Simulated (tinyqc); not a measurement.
The lens: binary melting diagram from solution models of liquid and solid. Computed by tinyqc, a small Python program. Command: `OMP_NUM_THREADS=1 python tinyqc.py 3023233 3023234 out.jsonl melt walk`. One thread of a shared host (Intel(R) Xeon(R) Processor @ 2.30GHz), about 0.01 s of CPU time with the checks.

x is the fraction of B. In a phase with interaction L: mu_A = G_A + R T ln(1 - x) + L x^2, mu_B = G_B + R T ln x + L (1 - x)^2. Melting: G(liquid) - G(solid) = H (1 - T/T_m) for each pure component.

Inputs (values chosen for the exercise, for a model alloy): melting point T_A = 1375 K; melting point T_B = 575 K; heat of melting H_A = 37 kJ/mol; heat of melting H_B = 4.54 kJ/mol; liquid interaction L_L = -2.9 kJ/mol; solid interaction L_S = -2.4 kJ/mol.

Diagram: complete solid solution (lens).

Constants: R = 8.314462618 J/(mol K).

Method. Equal potentials: F_A = dG_A + R T ln[(1 - xl)/(1 - xs)] + L_L xl^2 - L_S xs^2 = 0, F_B = dG_B + R T ln(xl/xs) + L_L (1 - xl)^2 - L_S (1 - xs)^2 = 0. Newton steps from the ideal values with the exact Jacobian, halved if x would leave (0, 1); stop below 1e-12, residuals under 1e-7 shown as 0.

Liquidus and solidus:
```
T (K)       xl       xs  ideal xl  ideal xs
1335   0.18468  0.10741   0.19604   0.11417
1215   0.54826  0.34698   0.57450   0.34837
1095   0.75713  0.50491   0.78011   0.49694
975    0.88127  0.61987   0.89575   0.60672
855    0.95170  0.71591   0.95841   0.70225
735    0.98634  0.81314   0.98828   0.80371
615    0.99873  0.94047   0.99888   0.93905
```

What follows from these numbers?

The lens is widest among these rows at 975 K (0.261 in x, ideal 0.289). L_L - L_S = -0.5 kJ/mol, relative to the mixed solid, favours the mixed liquid, and the liquidus lies below the ideal one in every row.
